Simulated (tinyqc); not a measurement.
Worked calculation: vibrations of a mass or spring defect in a linear chain. Computed by tinyqc, a small Python program that keeps every step. Command: `OMP_NUM_THREADS=1 python tinyqc.py 3014087 3014088 out.jsonl localmode walk`. One thread of a shared host (Intel(R) Xeon(R) Processor @ 2.30GHz), about 0.01 s of CPU time with the checks. Intermediate numbers are printed to about 6 digits and carried at full precision; extremes and crossings named in words are read from the listed rows.

A ring of N atoms with nearest-neighbour springs k and motion along the chain. Atom 1 is the defect, of mass M', and its two springs are k'. All other atoms have the mass M.

Inputs (values chosen for the exercise, for a model chain):

| quantity | value | unit |
|---|---|---|
| spring constant k | 2.12 | eV/angstrom^2 |
| host mass M | 67.7 | u |
| defect mass M' | 45.3 | u |
| spring ratio k'/k at the defect | 0.55 | - |
| atoms in the ring N | 10 | - |

Host: monatomic.

Constants: nu for 1 eV/(angstrom^2 u) = 15.6333042 THz.

## Band edges of the host

Host band: lambda from 0 to 4k/M. nu = 15.6333042 THz x sqrt(lambda), lambda in eV/(angstrom^2 u).

band edges (THz): 0.00000  5.53292

## Dynamical matrix of the ring

D_ii = (sum of the two springs at i)/M_i, D_ij = -k_ij/sqrt(M_i M_j) for neighbours, closed into a ring.

D (eV/(angstrom^2 u)):
```
             1           2           3           4           5           6           7           8
1    0.0514790  -0.0210550   0.0000000   0.0000000   0.0000000   0.0000000   0.0000000   0.0000000
2   -0.0210550   0.0485377  -0.0313146   0.0000000   0.0000000   0.0000000   0.0000000   0.0000000
3    0.0000000  -0.0313146   0.0626292  -0.0313146   0.0000000   0.0000000   0.0000000   0.0000000
4    0.0000000   0.0000000  -0.0313146   0.0626292  -0.0313146   0.0000000   0.0000000   0.0000000
5    0.0000000   0.0000000   0.0000000  -0.0313146   0.0626292  -0.0313146   0.0000000   0.0000000
6    0.0000000   0.0000000   0.0000000   0.0000000  -0.0313146   0.0626292  -0.0313146   0.0000000
7    0.0000000   0.0000000   0.0000000   0.0000000   0.0000000  -0.0313146   0.0626292  -0.0313146
8    0.0000000   0.0000000   0.0000000   0.0000000   0.0000000   0.0000000  -0.0313146   0.0626292
9    0.0000000   0.0000000   0.0000000   0.0000000   0.0000000   0.0000000   0.0000000  -0.0313146
10  -0.0210550   0.0000000   0.0000000   0.0000000   0.0000000   0.0000000   0.0000000   0.0000000

             9          10
1    0.0000000  -0.0210550
2    0.0000000   0.0000000
3    0.0000000   0.0000000
4    0.0000000   0.0000000
5    0.0000000   0.0000000
6    0.0000000   0.0000000
7    0.0000000   0.0000000
8   -0.0313146   0.0000000
9    0.0626292  -0.0313146
10  -0.0313146   0.0485377
```

## Frequencies of the ring

Diagonalise D and leave out the zero eigenvalue of the uniform shift.

nonzero frequencies (THz): 1.51574  1.75325  3.04017  3.23039  4.21181  4.35070  4.95700  5.22625  5.46352

No mode lies outside the host bands.

## The highest mode of a long ring

The same matrix for 120 atoms; amplitudes are the mass-weighted eigenvector, in size, relative to the defect, for the highest mode; its weight is the squared component of the normalised eigenvector on the defect.

highest frequency, long ring = 5.53244 THz

weight of the highest mode on the defect = 3.28535e-06

amplitudes on atoms 1 to 8: 1.0000  1.7516  3.6177  5.4814  7.3414  9.1963  11.0448  12.8858

ratio to the top of the host band = 0.999914

No mode lies more than 0.05 % above the host band.

## Convergence with the size of the ring

The formulas are those given above.

Highest mode:

| N | frequency (THz) | weight on the defect | modes outside the bands |
|---|---|---|---|
| 4 | 5.13178 | 1.24812e-01 | 0 |
| 6 | 5.34244 | 3.30335e-02 | 0 |
| 8 | 5.42463 | 1.28974e-02 | 0 |
| 12 | 5.48477 | 3.55929e-03 | 0 |
| 20 | 5.51566 | 7.34969e-04 | 0 |
| 40 | 5.52863 | 8.96726e-05 | 0 |
| 80 | 5.53185 | 1.11135e-05 | 0 |
| 120 | 5.53244 | 3.28535e-06 | 0 |

The weight of the highest mode on the defect goes from 1.24812e-01 in a ring of 4 atoms to 3.28535e-06 in one of 120.

Checks made by the program: sum of eigenvalues against the trace of D (relative difference below 1e-10).
